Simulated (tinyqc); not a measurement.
Size effects in the resistivity of thin metal films and interconnect lines. Changing the specularity p. Computed by tinyqc, a small Python program. Command: `OMP_NUM_THREADS=1 python tinyqc.py 3004546 3004547 out.jsonl size sweep`. One thread of a shared host (Intel(R) Xeon(R) Processor @ 2.30GHz), about 0.01 s of CPU time with the checks.

Electrons lose their drift at surfaces (a share 1 - p of the hits) and at grain boundaries (reflection R), besides bulk scattering. The line sits in a trench with a non-conducting liner on both walls and the bottom; the spacing equals the drawn width.

Inputs (values chosen for the exercise, modelled on molybdenum):
```
quantity,value,unit
bulk resistivity rho_b,5.27,microohm cm
bulk mean free path lambda,10.6,nm
grain-boundary reflection R,0.18,-
drawn line width w,44,nm
grain size over metal width,0.66,-
aspect ratio (height over width),2.5,-
liner thickness t,2.8,nm
line length,3.5,micrometre
permittivity of the dielectric k,2.8,-
```

Geometry: line.

Constants: eps_0 = 8.8541878128e-12 F/m.

Method:
- Metal width w_m = w - 2t, height h_m = (aspect ratio) w - t, grain size D = (ratio) w_m.
- Mayadas-Shatzkes: alpha = (lambda/D) R/(1 - R); rho_b/rho = 1 - 3 alpha/2 + 3 alpha^2 - 3 alpha^3 ln(1 + 1/alpha).
- Fuchs-Sondheimer film: rho_b/rho = 1 - (3/(2 kappa))(1 - p) int_0^1 (s - s^3)(1 - exp(-kappa/s))/(1 - p exp(-kappa/s)) ds, f = rho/rho_b, kappa = thickness/lambda, 80 Gauss-Legendre points.
- Line: the excess of a film of thickness w_m and of a film of thickness h_m are added, rho/rho_b = 1 + (f(w_m) - 1) + (f(h_m) - 1), an estimate that holds best when both sides exceed lambda.
- Total: rho = rho_b [1 + surface excess + grain excess]; resistance per length rho/(w_m h_m); capacitance per length C = 2 k eps_0 (aspect ratio + 1/2), a parallel-plate estimate for two neighbours plus a fixed term for the planes above and below; delay 0.38 R C L^2; effective resistivity per drawn area.

One run for each value:
```
specularity p,resistivity rho (microohm cm),rho/rho_b from surfaces
0.00,6.7850,1.1535
0.15,6.6543,1.1287
0.30,6.5272,1.1045
0.45,6.4034,1.0810
0.60,6.2828,1.0582
0.75,6.1654,1.0359
0.90,6.0510,1.0142
0.99,5.9837,1.0014
```

Over the rows, resistivity rho (microohm cm) falls from 6.79 to 5.98; rho/rho_b from surfaces falls from 1.15 to 1.00. Even nearly specular surfaces leave rho at 1.14 times the bulk value, the grain-boundary part.

Extremes, crossings and ranges named in words are read from the listed rows.
